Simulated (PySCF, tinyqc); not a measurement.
RHF in the sto-3g basis, for BeH+, spin multiplicity 1, step by step (part 1 of 2). The lowest restricted solution is unstable here: a spin-polarised one lies 0.0083 hartree lower (PySCF). Computed by tinyqc, a small Python program that keeps every step (integrals from PySCF). Settings: charge = 1, multiplicity = 1, basis = sto-3g, energy threshold = 1e-09, iteration cap = 73, orthogonalisation = canonical, start = core, DIIS depth = 8, DIIS from iteration = 2, method = RHF. Command: `OMP_NUM_THREADS=1 python tinyqc.py 28856 28857 out.jsonl` (the two numbers bound the seeds that draw the settings). One thread of a shared host (Intel(R) Xeon(R) Processor @ 2.60GHz), about 0.06 s of CPU time with the checks. Later iterations appear only in the table of the cycle.

## One-electron integrals

Geometry (angstrom):
```
atom         x         y         z
Be    0.000000  0.000000  0.000000
H     0.000000  0.000000  1.846000
```

Basis sto-3g: exponents (1/bohr^2) and contraction coefficients of normalised primitives:
```
element  l (shell)   exponent  coefficient
Be           s (1)  30.167871     0.154329
Be           s (1)   5.495115     0.535328
Be           s (1)   1.487193     0.444635
Be           s (2)   1.314833    -0.099967
Be           s (2)   0.305539     0.399513
Be           s (2)   0.099371     0.700115
Be           p (3)   1.314833     0.155916
Be           p (3)   0.305539     0.607684
Be           p (3)   0.099371     0.391957
H            s (1)   3.425251     0.154329
H            s (1)   0.623914     0.535328
H            s (1)   0.168855     0.444635
```

Overlap, kinetic and nuclear-attraction integrals over the contracted functions; the nuclear repulsion is the sum of Za Zb / Rab.

nuclear repulsion = 1.14664618 hartree

overlap S:
```
           1Be 1s    1Be 2s   1Be 2px   1Be 2py   1Be 2pz     2H 1s
1Be 1s   1.000000  0.259517  0.000000  0.000000  0.000000  0.022788
1Be 2s   0.259517  1.000000  0.000000  0.000000  0.000000  0.277087
1Be 2px  0.000000  0.000000  1.000000  0.000000  0.000000  0.000000
1Be 2py  0.000000  0.000000  0.000000  1.000000  0.000000  0.000000
1Be 2pz  0.000000  0.000000  0.000000  0.000000  1.000000  0.361192
2H 1s    0.022788  0.277087  0.000000  0.000000  0.361192  1.000000
```

kinetic energy T (hartree):
```
            1Be 1s     1Be 2s   1Be 2px   1Be 2py   1Be 2pz      2H 1s
1Be 1s    6.693975  -0.033012  0.000000  0.000000  0.000000  -0.006948
1Be 2s   -0.033012   0.211111  0.000000  0.000000  0.000000   0.014542
1Be 2px   0.000000   0.000000  0.660592  0.000000  0.000000   0.000000
1Be 2py   0.000000   0.000000  0.000000  0.660592  0.000000   0.000000
1Be 2pz   0.000000   0.000000  0.000000  0.000000  0.660592   0.065248
2H 1s    -0.006948   0.014542  0.000000  0.000000  0.065248   0.760032
```

nuclear attraction V (hartree):
```
             1Be 1s     1Be 2s    1Be 2px    1Be 2py    1Be 2pz      2H 1s
1Be 1s   -14.847754  -1.973639   0.000000   0.000000  -0.009485  -0.172507
1Be 2s    -1.973639  -2.595793   0.000000   0.000000  -0.095550  -0.635168
1Be 2px    0.000000   0.000000  -2.555103   0.000000   0.000000   0.000000
1Be 2py    0.000000   0.000000   0.000000  -2.555103   0.000000   0.000000
1Be 2pz   -0.009485  -0.095550   0.000000   0.000000  -2.621057  -0.807217
2H 1s     -0.172507  -0.635168   0.000000   0.000000  -0.807217  -2.372316
```

core Hamiltonian H = T + V (hartree):
```
            1Be 1s     1Be 2s    1Be 2px    1Be 2py    1Be 2pz      2H 1s
1Be 1s   -8.153779  -2.006652   0.000000   0.000000  -0.009485  -0.179455
1Be 2s   -2.006652  -2.384682   0.000000   0.000000  -0.095550  -0.620626
1Be 2px   0.000000   0.000000  -1.894511   0.000000   0.000000   0.000000
1Be 2py   0.000000   0.000000   0.000000  -1.894511   0.000000   0.000000
1Be 2pz  -0.009485  -0.095550   0.000000   0.000000  -1.960465  -0.741969
2H 1s    -0.179455  -0.620626   0.000000   0.000000  -0.741969  -1.612284
```

## Two-electron integrals

Functions are numbered as in S; the eight-fold symmetry (ij|kl) = (ji|kl) = (kl|ij) leaves the list below.

Two-electron integrals (ij|kl) in chemists' order, unique and non-zero (hartree):
```
(11|11) 2.298831   (21|11) 0.392036   (21|21) 0.079539   (22|11) 0.570988
(22|21) 0.143041   (22|22) 0.417683   (31|31) 0.014607   (32|31) 0.021888
(32|32) 0.092265   (33|11) 0.569578   (33|21) 0.143083   (33|22) 0.417589
(33|33) 0.449859   (41|41) 0.014607   (42|41) 0.021888   (42|42) 0.092265
(43|43) 0.024249   (44|11) 0.569578   (44|21) 0.143083   (44|22) 0.417589
(44|33) 0.401360   (44|44) 0.449859   (51|51) 0.014607   (52|51) 0.021888
(52|52) 0.092265   (53|53) 0.024249   (54|54) 0.024249   (55|11) 0.569578
(55|21) 0.143083   (55|22) 0.417589   (55|33) 0.401360   (55|44) 0.401360
(55|55) 0.449859   (61|11) 0.033926   (61|21) 0.006881   (61|22) 0.012496
(61|33) 0.012416   (61|44) 0.012416   (61|51) 0.000624   (61|52) 0.001176
(61|55) 0.012662   (61|61) 0.000625   (62|11) 0.112200   (62|21) 0.028679
(62|22) 0.095503   (62|33) 0.091568   (62|44) 0.091568   (62|51) 0.003665
(62|52) 0.025355   (62|55) 0.103275   (62|61) 0.002749   (62|62) 0.037695
(63|31) 0.002191   (63|32) 0.011201   (63|53) 0.004024   (63|63) 0.002774
(64|41) 0.002191   (64|42) 0.011201   (64|54) 0.004024   (64|64) 0.002774
(65|11) 0.132924   (65|21) 0.034295   (65|22) 0.118998   (65|33) 0.112165
(65|44) 0.112165   (65|51) 0.005761   (65|52) 0.038796   (65|55) 0.132534
(65|61) 0.003384   (65|62) 0.052453   (65|65) 0.074245   (66|11) 0.286365
(66|21) 0.074267   (66|22) 0.277734   (66|33) 0.259527   (66|44) 0.259527
(66|51) 0.009347   (66|52) 0.087854   (66|55) 0.313752   (66|61) 0.007163
(66|62) 0.149209   (66|65) 0.217270   (66|66) 0.774606
```

## Orthogonalisation

S = U s U^T; canonical form X = U s^(-1/2), so that X^T S X = 1. Each column of U has its largest component positive (the first on a tie).

eigenvalues of S: 0.520327  0.799497  1.000000  1.000000  1.184196  1.495980

X:
```
                 1          2         3          4          5         6
1Be 1s    0.341305   0.748353  0.000000   0.000000   0.581850  0.246277
1Be 2s   -0.710826  -0.551686  0.000000   0.000000   0.435412  0.424248
1Be 2px   0.000000   0.000000  0.249680   0.968328   0.000000  0.000000
1Be 2py   0.000000   0.000000  0.968328  -0.249680   0.000000  0.000000
1Be 2pz  -0.685879   0.543485  0.000000   0.000000  -0.501035  0.385045
2H 1s     0.910865  -0.301696  0.000000   0.000000  -0.255511  0.528734
```

Within a degenerate level the vectors are fixed only up to a rotation; this is one choice.

## Starting guess

The start is the orbitals of the core Hamiltonian; D = 2 C_occ C_occ^T.

D at the start:
```
            1Be 1s     1Be 2s   1Be 2px   1Be 2py    1Be 2pz      2H 1s
1Be 1s    2.103823  -0.386342  0.000000  0.000000  -0.238809   0.010142
1Be 2s   -0.386342   1.425725  0.000000  0.000000   0.982812  -0.007137
1Be 2px   0.000000   0.000000  0.000000  0.000000   0.000000   0.000000
1Be 2py   0.000000   0.000000  0.000000  0.000000   0.000000   0.000000
1Be 2pz  -0.238809   0.982812  0.000000  0.000000   0.677873  -0.004807
2H 1s     0.010142  -0.007137  0.000000  0.000000  -0.004807   0.000069
```

## Iteration 1: building the Fock matrix

J_ij = sum D_kl (ij|kl), K_ij = sum D_kl (ik|jl); F = H + J - 0.5 K; E = tr D H + tr D J / 2 - 0.25 tr D K + E_nn.

Coulomb J (hartree):
```
           1Be 1s    1Be 2s   1Be 2px   1Be 2py   1Be 2pz     2H 1s
1Be 1s   5.731414  1.063652  0.000000  0.000000  0.035953  0.094411
1Be 2s   1.063652  1.967072  0.000000  0.000000  0.170199  0.467169
1Be 2px  0.000000  0.000000  1.953057  0.000000  0.000000  0.000000
1Be 2py  0.000000  0.000000  0.000000  1.953057  0.000000  0.000000
1Be 2pz  0.035953  0.170199  0.000000  0.000000  1.985579  0.584778
2H 1s    0.094411  0.467169  0.000000  0.000000  0.584778  1.317936
```

exchange K (hartree):
```
           1Be 1s    1Be 2s   1Be 2px   1Be 2py   1Be 2pz     2H 1s
1Be 1s   4.657298  0.793114  0.000000  0.000000  0.023640  0.077877
1Be 2s   0.793114  0.713832  0.000000  0.000000  0.460370  0.292296
1Be 2px  0.000000  0.000000  0.161646  0.000000  0.000000  0.000000
1Be 2py  0.000000  0.000000  0.000000  0.161646  0.000000  0.000000
1Be 2pz  0.023640  0.460370  0.000000  0.000000  0.448603  0.257940
2H 1s    0.077877  0.292296  0.000000  0.000000  0.257940  0.200729
```

Fock matrix F (hartree):
```
            1Be 1s     1Be 2s    1Be 2px    1Be 2py    1Be 2pz      2H 1s
1Be 1s   -4.751013  -1.339557   0.000000   0.000000   0.014648  -0.123983
1Be 2s   -1.339557  -0.774527   0.000000   0.000000  -0.155536  -0.299605
1Be 2px   0.000000   0.000000  -0.022276   0.000000   0.000000   0.000000
1Be 2py   0.000000   0.000000   0.000000  -0.022276   0.000000   0.000000
1Be 2pz   0.014648  -0.155536   0.000000   0.000000  -0.199188  -0.286161
2H 1s    -0.123983  -0.299605   0.000000   0.000000  -0.286161  -0.394713
```

total energy of this density = -14.35897845 hartree

## Iteration 1: diagonalisation and new density

Diagonalise F' = X^T F X, C = X C', fill 2 alpha and 2 beta electrons from the bottom; D = 2 C_occ C_occ^T. Each column has its largest component positive (the first on a tie).

F' = X^T F X (hartree):
```
           1          2          3          4          5          6
1  -0.206085  -0.559584   0.000000   0.000000  -0.490387  -0.225402
2  -0.559584  -1.729851   0.000000   0.000000  -1.906937  -0.876088
3   0.000000   0.000000  -0.022276   0.000000   0.000000   0.000000
4   0.000000   0.000000   0.000000  -0.022276   0.000000   0.000000
5  -0.490387  -1.906937   0.000000   0.000000  -2.420217  -1.160850
6  -0.225402  -0.876088   0.000000   0.000000  -1.160850  -1.178617
```

orbital energies (hartree): MO1 -4.753871, MO2 -0.594062, MO3 -0.202166, MO4 -0.022276, MO5 -0.022276, MO6 0.015329

coefficients C:
```
               MO1        MO2        MO3        MO4       MO5        MO6
1Be 1s    0.992741  -0.196630  -0.226444   0.000000  0.000000  -0.015751
1Be 2s    0.026905   0.651289   0.857024   0.000000  0.000000   0.140741
1Be 2px   0.000000   0.000000   0.000000  -0.507053  0.861915   0.000000
1Be 2py   0.000000   0.000000   0.000000   0.861915  0.507053   0.000000
1Be 2pz  -0.001584   0.346608  -0.270177   0.000000  0.000000   0.985884
2H 1s    -0.002196   0.456583  -0.644739   0.000000  0.000000  -0.800861
```

D after iteration 1:
```
            1Be 1s     1Be 2s   1Be 2px   1Be 2py    1Be 2pz      2H 1s
1Be 1s    2.048396  -0.202705  0.000000  0.000000  -0.139452  -0.183916
1Be 2s   -0.202705   0.849803  0.000000  0.000000   0.451398   0.594617
1Be 2px   0.000000   0.000000  0.000000  0.000000   0.000000   0.000000
1Be 2py   0.000000   0.000000  0.000000  0.000000   0.000000   0.000000
1Be 2pz  -0.139452   0.451398  0.000000  0.000000   0.240279   0.316518
2H 1s    -0.183916   0.594617  0.000000  0.000000   0.316518   0.416947
```

Within a degenerate level the vectors are fixed only up to a rotation; this is one choice.

## Iteration 2: building the Fock matrix

As before.

Coulomb J (hartree):
```
           1Be 1s    1Be 2s   1Be 2px   1Be 2py   1Be 2pz     2H 1s
1Be 1s   5.496562  1.010987  0.000000  0.000000  0.027359  0.089422
1Be 2s   1.010987  1.867015  0.000000  0.000000  0.168102  0.485279
1Be 2px  0.000000  0.000000  1.843563  0.000000  0.000000  0.000000
1Be 2py  0.000000  0.000000  0.000000  1.843563  0.000000  0.000000
1Be 2pz  0.027359  0.168102  0.000000  0.000000  1.904552  0.623490
2H 1s    0.089422  0.485279  0.000000  0.000000  0.623490  1.579913
```

exchange K (hartree):
```
            1Be 1s    1Be 2s   1Be 2px   1Be 2py    1Be 2pz     2H 1s
1Be 1s    4.617442  0.803257  0.000000  0.000000  -0.003226  0.069652
1Be 2s    0.803257  0.616847  0.000000  0.000000   0.352833  0.436461
1Be 2px   0.000000  0.000000  0.121499  0.000000   0.000000  0.000000
1Be 2py   0.000000  0.000000  0.000000  0.121499   0.000000  0.000000
1Be 2pz  -0.003226  0.352833  0.000000  0.000000   0.366419  0.409735
2H 1s     0.069652  0.436461  0.000000  0.000000   0.409735  0.731769
```

Fock matrix F (hartree):
```
            1Be 1s     1Be 2s    1Be 2px    1Be 2py    1Be 2pz      2H 1s
1Be 1s   -4.965937  -1.397293   0.000000   0.000000   0.019488  -0.124860
1Be 2s   -1.397293  -0.826091   0.000000   0.000000  -0.103865  -0.353578
1Be 2px   0.000000   0.000000  -0.111697   0.000000   0.000000   0.000000
1Be 2py   0.000000   0.000000   0.000000  -0.111697   0.000000   0.000000
1Be 2pz   0.019488  -0.103865   0.000000   0.000000  -0.239122  -0.323347
2H 1s    -0.124860  -0.353578   0.000000   0.000000  -0.323347  -0.398255
```

total energy of this density = -14.60011898 hartree

## Iteration 2: diagonalisation and new density

As before.

F' = X^T F X (hartree):
```
           1          2          3          4          5          6
1  -0.086960  -0.590317   0.000000   0.000000  -0.535639  -0.247173
2  -0.590317  -1.862779   0.000000   0.000000  -1.952241  -0.902924
3   0.000000   0.000000  -0.111697   0.000000   0.000000   0.000000
4   0.000000   0.000000   0.000000  -0.111697   0.000000   0.000000
5  -0.535639  -1.952241   0.000000   0.000000  -2.564883  -1.208547
6  -0.247173  -0.902924   0.000000   0.000000  -1.208547  -1.241693
```

orbital energies (hartree): MO1 -4.968826, MO2 -0.638029, MO3 -0.244443, MO4 -0.111697, MO5 -0.111697, MO6 0.094982

coefficients C:
```
               MO1        MO2        MO3       MO4        MO5        MO6
1Be 1s    0.992894  -0.194491  -0.206739  0.000000   0.000000   0.096529
1Be 2s    0.026385   0.643381   0.755959  0.000000   0.000000  -0.439421
1Be 2px   0.000000   0.000000   0.000000  0.855872  -0.517188   0.000000
1Be 2py   0.000000   0.000000   0.000000  0.517188   0.855872   0.000000
1Be 2pz  -0.002734   0.293096  -0.576053  0.000000   0.000000  -0.864496
2H 1s    -0.002500   0.498441  -0.364218  0.000000   0.000000   0.940445
```

D after iteration 2:
```
            1Be 1s     1Be 2s   1Be 2px   1Be 2py    1Be 2pz      2H 1s
1Be 1s    2.047328  -0.197869  0.000000  0.000000  -0.119438  -0.198849
1Be 2s   -0.197869   0.829270  0.000000  0.000000   0.377000   0.641244
1Be 2px   0.000000   0.000000  0.000000  0.000000   0.000000   0.000000
1Be 2py   0.000000   0.000000  0.000000  0.000000   0.000000   0.000000
1Be 2pz  -0.119438   0.377000  0.000000  0.000000   0.171825   0.292196
2H 1s    -0.198849   0.641244  0.000000  0.000000   0.292196   0.496900
```

Within a degenerate level the vectors are fixed only up to a rotation; this is one choice.

## Iteration 3: building the Fock matrix

As before.

Coulomb J (hartree):
```
           1Be 1s    1Be 2s   1Be 2px   1Be 2py   1Be 2pz     2H 1s
1Be 1s   5.473067  1.005345  0.000000  0.000000  0.025478  0.088824
1Be 2s   1.005345  1.855577  0.000000  0.000000  0.162716  0.485591
1Be 2px  0.000000  0.000000  1.831753  0.000000  0.000000  0.000000
1Be 2py  0.000000  0.000000  0.000000  1.831753  0.000000  0.000000
1Be 2pz  0.025478  0.162716  0.000000  0.000000  1.893851  0.625172
2H 1s    0.088824  0.485591  0.000000  0.000000  0.625172  1.605512
```

exchange K (hartree):
```
            1Be 1s    1Be 2s   1Be 2px   1Be 2py    1Be 2pz     2H 1s
1Be 1s    4.615794  0.801793  0.000000  0.000000  -0.004325  0.068626
1Be 2s    0.801793  0.613084  0.000000  0.000000   0.325105  0.444081
1Be 2px   0.000000  0.000000  0.119146  0.000000   0.000000  0.000000
1Be 2py   0.000000  0.000000  0.000000  0.119146   0.000000  0.000000
1Be 2pz  -0.004325  0.325105  0.000000  0.000000   0.336861  0.404250
2H 1s     0.068626  0.444081  0.000000  0.000000   0.404250  0.783333
```

Fock matrix F (hartree):
```
            1Be 1s     1Be 2s    1Be 2px    1Be 2py    1Be 2pz      2H 1s
1Be 1s   -4.988609  -1.402203   0.000000   0.000000   0.018156  -0.124944
1Be 2s   -1.402203  -0.835647   0.000000   0.000000  -0.095387  -0.357075
1Be 2px   0.000000   0.000000  -0.122331   0.000000   0.000000   0.000000
1Be 2py   0.000000   0.000000   0.000000  -0.122331   0.000000   0.000000
1Be 2pz   0.018156  -0.095387   0.000000   0.000000  -0.235045  -0.318922
2H 1s    -0.124944  -0.357075   0.000000   0.000000  -0.318922  -0.398439
```

total energy of this density = -14.60511143 hartree

## Iteration 3: DIIS over 2 matrices

error matrix X^T (FDS - SDF) X:
```
           1          2         3         4          5          6
1   0.000000   0.006126  0.000000  0.000000  -0.000612  -0.006253
2  -0.006126   0.000000  0.000000  0.000000  -0.009948   0.014532
3   0.000000   0.000000  0.000000  0.000000   0.000000   0.000000
4   0.000000   0.000000  0.000000  0.000000   0.000000   0.000000
5   0.000612   0.009948  0.000000  0.000000   0.000000  -0.009666
6   0.006253  -0.014532  0.000000  0.000000   0.009666   0.000000
```

B (overlaps of the stored error matrices):
```
               1              2
1  1.1467969e-02  2.4358417e-03
2  2.4358417e-03  9.6116170e-04
```

Minimise |sum c_i e_i|^2 with sum c_i = 1: solve [B -1; -1 0][c; lambda] = [0; -1] with B_ij = tr e_i^T e_j, and take F = sum c_i F_i.

DIIS coefficients: -0.195129  1.195129

extrapolated F (hartree):
```
            1Be 1s     1Be 2s    1Be 2px    1Be 2py    1Be 2pz      2H 1s
1Be 1s   -4.993033  -1.403161   0.000000   0.000000   0.017896  -0.124960
1Be 2s   -1.403161  -0.837512   0.000000   0.000000  -0.093732  -0.357757
1Be 2px   0.000000   0.000000  -0.124406   0.000000   0.000000   0.000000
1Be 2py   0.000000   0.000000   0.000000  -0.124406   0.000000   0.000000
1Be 2pz   0.017896  -0.093732   0.000000   0.000000  -0.234249  -0.318059
2H 1s    -0.124960  -0.357757   0.000000   0.000000  -0.318059  -0.398474
```

## Iteration 3: diagonalisation and new density

As before.

F' = X^T F X (hartree):
```
           1          2          3          4          5          6
1  -0.081561  -0.593946   0.000000   0.000000  -0.536663  -0.253031
2  -0.593946  -1.885616   0.000000   0.000000  -1.957315  -0.903116
3   0.000000   0.000000  -0.124406   0.000000   0.000000   0.000000
4   0.000000   0.000000   0.000000  -0.124406   0.000000   0.000000
5  -0.536663  -1.957315   0.000000   0.000000  -2.579164  -1.220597
6  -0.253031  -0.903116   0.000000   0.000000  -1.220597  -1.242697
```

orbital energies (hartree): MO1 -4.995847, MO2 -0.639415, MO3 -0.253166, MO4 -0.124406, MO5 -0.124406, MO6 0.099390

coefficients C:
```
               MO1        MO2        MO3        MO4       MO5        MO6
1Be 1s    0.992988  -0.198541  -0.200372   0.000000  0.000000   0.100645
1Be 2s    0.026067   0.657981   0.735101   0.000000  0.000000  -0.452998
1Be 2px   0.000000   0.000000   0.000000  -0.128409  0.991721   0.000000
1Be 2py   0.000000   0.000000   0.000000   0.991721  0.128409   0.000000
1Be 2pz  -0.002393   0.268311  -0.590829   0.000000  0.000000  -0.862570
2H 1s    -0.002646   0.499193  -0.369194   0.000000  0.000000   0.938103
```

D after iteration 3:
```
            1Be 1s     1Be 2s   1Be 2px   1Be 2py    1Be 2pz      2H 1s
1Be 1s    2.050890  -0.209504  0.000000  0.000000  -0.111294  -0.203475
1Be 2s   -0.209504   0.867238  0.000000  0.000000   0.352963   0.656781
1Be 2px   0.000000   0.000000  0.000000  0.000000   0.000000   0.000000
1Be 2py   0.000000   0.000000  0.000000  0.000000   0.000000   0.000000
1Be 2pz  -0.111294   0.352963  0.000000  0.000000   0.143993   0.267891
2H 1s    -0.203475   0.656781  0.000000  0.000000   0.267891   0.498401
```

Within a degenerate level the vectors are fixed only up to a rotation; this is one choice.
